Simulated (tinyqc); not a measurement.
Competing polymorphs of an oxide film: bulk, surface, grain-boundary, dopant and field terms: one step, computed by the program tinyqc.

Phases: monoclinic m (reference), polar orthorhombic o, tetragonal t. Free energies per formula unit (f.u.); 1 J/m^2 x angstrom^3/nm = 6.241509 meV.

Task: Crossing points. With G = b + gamma Omega A (b the bulk free energy per formula unit, A the area per volume), two phases i, j cross at A_ij = (b_j - b_i)/(Omega (gamma_i - gamma_j)); o has a window only if A_mo < A_ot.

Inputs (values chosen for the exercise, for a model oxide): surface energy of m = 3.11 J/m^2; surface energy of o = 2.64 J/m^2; surface energy of t = 2.4 J/m^2; volume per formula unit Omega = 33.6 angstrom^3; temperature T = 1100 K.

b (meV/f.u.): m 0.00, o 14.55, t 1.90

Give: A_mo; A_ot; A_mt.

Result:

A_mo = 0.1476 1/nm

A_ot = -0.2513 1/nm

A_mt = 0.01276 1/nm

o has no window: the sequence goes from m to t at A = 0.013 1/nm.
